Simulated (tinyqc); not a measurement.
Resistance of a source-drain extension with a graded tip: effect of the depth of the extension.

y runs along the channel, the gate covers y > 0. The doping is N0 for y < y0 and N0 10^(-(y - y0)/la) beyond, uniform over the depth xj. Sheet conductance s(y) = q mu(N) max(N - Nch, 0) xj + (for y > 0) ma Cox Vo, with mu(N) = u0 + (u1 - u0)/(1 + (N/Nr)^au) and Cox = eps0 eox/tox. Current is taken as one-dimensional; depletion of the tip, spreading and the contact are left out. The metallurgical junction lies at yj, where N = Nch.

R_spacer = integral of dy/s from -Ls to 0, R_ov from 0 to yj, R_channel = (Lg - 2 yj)/(ma Cox Vo), R_total = 2 R_spacer + 2 R_ov + R_channel. Electrical length L_eff = ma Cox dR_total/d(1/Vo); R_series = R_total - L_eff/(ma Cox Vo).

Inputs (values chosen for the exercise); mobility law close to that of electrons in silicon:
```
symbol,value,unit,meaning
eox,3.9,,relative permittivity of the gate insulator (close to silicon dioxide)
tox,3.1,nm,insulator thickness
N0,5.7e19,cm^-3,active doping of the extension far from the gate
la,5,nm/decade,lateral abruptness
y0,3.6,nm,position under the gate where the fall begins (gate edge at 0)
Nch,5.6e17,cm^-3,channel doping
Ls,7,nm,spacer length
Vo,0.78,V,gate overdrive
ma,180,cm^2/(V s),mobility of the gate-induced layer
u1,1414,cm^2/(V s),mobility at low doping
u0,68.5,cm^2/(V s),mobility at high doping
Nr,9.2e16,cm^-3,reference doping
au,0.711,,exponent
Lg,40,nm,gate length
```

Constants: q = 1.602176634e-19 C, eps0 = 8.8541878128e-14 F/cm where lengths are in cm. Results are converted to the units shown.

The same in every row: yj (nm) = 13.64; R_channel (ohm um) = 81.35.

Results:
```
xj (nm)  R_spacer (ohm um)  R_ov (ohm um)  R_total (ohm um)  L_eff (nm)  R_series (ohm um)
4                    23.52          55.27             238.9       25.22              77.65
5.6                  16.80          50.07             215.1       23.51              64.74
7.7                  12.22          45.12             196.0       22.00              55.38
11                   8.553          39.67             177.8       20.43              47.16
15                   6.272          35.10             164.1       19.20              41.34
21                   4.480          30.40             151.1       18.00              36.00
40                   2.352          22.34             130.7       16.14              27.55
```

Estimate the missing row, xj = 29 nm.

Computed row:
```
xj (nm)  R_spacer (ohm um)  R_ov (ohm um)  R_total (ohm um)  L_eff (nm)  R_series (ohm um)
29                   3.244          26.19             140.2       17.00              31.54
```

With this row back in the table: As xj goes from 4 to 40, R_total falls from 239 to 131 ohm um, L_eff falls from 25.2 to 16.1 nm and R_series falls from 77.7 to 27.6 ohm um.

Numbers from tinyqc (`OMP_NUM_THREADS=1 python tinyqc.py 2282019 2282020 out.jsonl`; about 0.04 s on one thread of a shared Intel Xeon 2.30GHz).
